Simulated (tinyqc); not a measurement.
Thermodynamics of metal silicides: hull, first phase, silicon consumed, nucleation and stability against SiO2: one step, computed by the program tinyqc.

Entropies of formation of the solids are neglected, so heats stand for free energies. Si fractions: M5Si3 0.3750, MSi 0.5000, MSi2 0.6667.

Task: Which phases are stable. A phase is stable if it lies below every straight line between a phase on its left and one on its right (M and Si at zero). Distance = its heat less the lowest such line, negative for a stable phase.

Inputs (values chosen for the exercise, for a model metal): heat of formation of M5Si3 = -17.4 kJ/mol atoms; heat of formation of MSi = -16.8 kJ/mol atoms; heat of formation of MSi2 = -28.6 kJ/mol atoms.

Phases: M5Si3, MSi, MSi2.

Give: distance to the lowest tie line.

Result:

distance to the lowest tie line (kJ/mol atoms): M5Si3 -1.3125, MSi 5.4000, MSi2 -17.4000

Unstable against decomposition into neighbours: MSi.
